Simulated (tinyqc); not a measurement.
Worked calculation: minority-electron transport through the base of a bipolar transistor (Moll-Ross and Kroemer integrals). Computed by tinyqc, a small Python program that keeps every step. Command: `OMP_NUM_THREADS=1 python tinyqc.py 3005886 3005887 out.jsonl base walk`. One thread of a shared host (Intel(R) Xeon(R) Processor @ 2.30GHz), about 0.01 s of CPU time with the checks. Intermediate numbers are printed to about 6 digits and carried at full precision; extremes and crossings named in words are read from the listed rows.

Low injection, one dimension, x from the emitter edge (0) to the collector edge (W), s = x/W. Recombination is treated as a small correction (valid for tau_B well below tau_n), computed from the stored charge.

Inputs (values chosen for the exercise, modelled on SiGe):
```
quantity                                     value        unit
intrinsic density n_i at the emitter edge  7.5e+10      1/cm^3
base doping at the emitter edge N_0        3.3e+19      1/cm^3
base width W                                   110          nm
mu_min                                         150  cm^2/(V s)
mu_max                                        1120  cm^2/(V s)
N_ref                                        1e+17      1/cm^3
saturation velocity v_s                       0.98    1e7 cm/s
electron lifetime tau_n                        0.9          ns
emitter Gummel number G_E                  3.3e+13      s/cm^4
base-emitter voltage V_BE                     0.68           V
temperature T                                  300           K
doping ratio N_0/N(W)                           72           -
```

Base doping profile: exponential. Gap grading: none. Exit of the base: saturation velocity.

Constants: k_B = 8.617333262e-05 eV/K; e = 1.602176634e-19 C.

## Profile and built-in field

N(x) = N_0 (ratio)^(-s); n_i(x) = n_i; D(x) = (k_B T/e) mu, mu = mu_min + (mu_max - mu_min)/(1 + (N/N_ref)^0.7). Field that drives electrons towards the collector, averaged over the base: (k_B T/e) ln[N_0 n_i(W)^2/(N(W) n_i^2)]/W.

Across the base:
```
s     N (1/cm^3)  n_i(x)^2/n_i^2  D (cm^2/s)   y (s/cm^5)
0.0  3.30000e+19               1      4.3033  7.66858e+18
0.2  1.40297e+19               1      4.6415  3.02268e+18
0.4  5.96459e+18               1      5.2337  1.13966e+18
0.6  2.53580e+18               1      6.2405  4.06345e+17
0.8  1.07807e+18               1      7.8692  1.37000e+17
1.0  4.58333e+17               1     10.3029  4.44857e+16
```

drift factor eta (potential drop in k_B T/e) = 4.27667

mean built-in field = 10.0509 kV/cm

## Collector current and transit time

With y(x) = N n_i^2/(D n_i(x)^2): base Gummel number G_B = int_0^W y dx + N(W) n_i^2/(v_s n_i(W)^2); J_C = e n_i^2 exp(e V_BE/k_B T)/G_B; n(x) = (J_C/e)(n_i(x)^2/(N n_i^2)) [int_x^W y dx + the same exit term]; transit time tau_B = (e/J_C) int n dx; trapezoid rule on 401 even points.

base Gummel number G_B = 1.76245e+13 s/cm^4

collector current density J_C = 13.5585 A/cm^2

base transit time tau_B = 3.75346 ps

share of the exit term in G_B = 0.265362 %

mean velocity W/tau_B = 0.293063 1e7 cm/s

Plain diffusion with the D of the emitter edge would take W^2/(2D) = 14.1 ps, 3.75 times the result.

## Gain and speed

Emitter-limited gain beta_E = G_E/G_B; recombination-limited gain beta_R = tau_n/tau_B; 1/beta = 1/beta_E + 1/beta_R; f_T from the base alone = 1/(2 pi tau_B).

beta_E = 1.87239

beta_R = 239.779

current gain beta = 1.85788

f_T from the base alone = 42.4022 GHz

The gain is limited mainly by hole injection into the emitter (99 % of the base current).

## What grading buys

N(x) = N_0 (ratio)^(-s); n_i(x)^2 = n_i^2 exp(s dE_g/k_B T); D(x) = (k_B T/e) mu, mu = mu_min + (mu_max - mu_min)/(1 + (N/N_ref)^0.7).

The same base with other gradings:
```
dE_g (meV)  dE_g/k_B T  G_B (s/cm^4)  J_C gain  tau_B (ps)  speed gain
0               0.0000   1.76245e+13   1.00000     3.75346     1.00000
25              0.9670   1.47717e+13   1.19313     3.24262     1.15754
50              1.9341   1.26881e+13   1.38906     2.84958     1.31720
75              2.9011   1.11078e+13   1.58668     2.53907     1.47828
100             3.8682   9.87165e+12   1.78537     2.28822     1.64034
150             5.8023   8.06730e+12   2.18469     1.90884     1.96636
200             7.7363   6.81659e+12   2.58553     1.63626     2.29392
300            11.6045   5.19969e+12   3.38953     1.27174     2.95144
```

At 100 meV J_C rises by a factor 1.79 and the transit is 1.64 times faster; at 300 meV the factors are 3.39 and 2.95. For a uniform base without exit term both tend to be linear in dE_g/k_B T, J_C as x/(1 - exp(-x)) and the speed as x/2.

Checks made by the program: Gummel integral against a 60-point Gauss rule (relative difference 1e-06).
